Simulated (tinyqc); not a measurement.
Density and mobility of a removed layer (differential Hall).

Problem. For layers in parallel the sheet conductance g = 1/Rs and the product g mu_H (mu_H signed, unit Hall factors) are additive. Find the sheet density and mobility of the layer that was removed, and its share of the conductance.

Constants: q = 1.602176634e-19 C. Results are converted to the units shown.

Rs before and after removing the top layer (ohm/square): [1939.5616, 12685.994]
apparent mobility before and after, signed (cm^2/(V s)): [111.81728, 410]

Solution. The differences give g1 = q n mu and g1 mu = q n mu^2; their ratio is mu and g1^2/(q g1 mu) is n.

sheet density = 4.700e13 cm^-2
mobility = 58.00 cm^2/(V s)
share of the conductance = 84.71 %

Computed by the program tinyqc: `OMP_NUM_THREADS=1 python tinyqc.py 2850163 2850164 out.jsonl`, one thread of a shared Intel Xeon 2.30GHz, about 0.01 s for the whole run.
